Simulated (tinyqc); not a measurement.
Static response in three, two and one dimensions: static screening by free carriers.

Lindhard at zero temperature: eps(q)/eps = 1 + (qTF/q)^2 L(x), x = q/(2 kF), L(x) = 1/2 + ((1 - x^2)/(4x)) ln|(1 + x)/(1 - x)|.

kF = 1.19821 1/angstrom
qTF = 1.69793 1/angstrom

x = q/(2 kF). Response over its long-wave value: L3 as above; L2 = 1 for x <= 1 and 1 - sqrt(1 - 1/x^2) beyond; L1 = ln|(1 + x)/(1 - x)|/(2x).

Response:
```
x         L3     L2     L1  eps(q)/eps, Lindhard 3D  Thomas-Fermi
0.099  0.997  1.000  1.003                    52.05         52.22
0.296  0.970  1.000  1.031                    6.559         6.730
0.494  0.914  1.000  1.096                    2.881         3.057
0.691  0.821  1.000  1.230                    1.864         2.051
0.889  0.667  1.000  1.594                    1.424         1.635
0.968  0.567  1.000  2.128                    1.304         1.536
1.008  0.478  0.874  2.741                    1.236         1.494
1.087  0.367  0.608  1.462                    1.156         1.425
1.284  0.237  0.373  0.812                    1.072         1.304
1.580  0.147  0.226  0.472                    1.029         1.201
2.173  0.074  0.112  0.229                    1.008         1.106
```

How do the results move, and what explains it?

Next to x = 1 the table has L3 = 0.567 and 0.478, L2 = 1.000 and 0.874, L1 = 2.128 and 2.741: an infinite slope in 3D, a kink in 2D and a logarithmic peak in 1D, where the whole Fermi surface is joined by 2 kF. These features give Friedel oscillations of period pi/kF = 2.62 angstrom at zero temperature; they wash out once kT nears EF, so this table, for T = 0, describes the gas only where EF is well above kT. Thomas-Fermi overstates eps(q) by 6.1 % at x = 0.494 and by 16.7 % at x = 1.58.

Program tinyqc; command `OMP_NUM_THREADS=1 python tinyqc.py 1682608 1682609 out.jsonl`; about 0.01 s on one thread of a shared Intel(R) Xeon(R) Processor @ 2.30GHz.
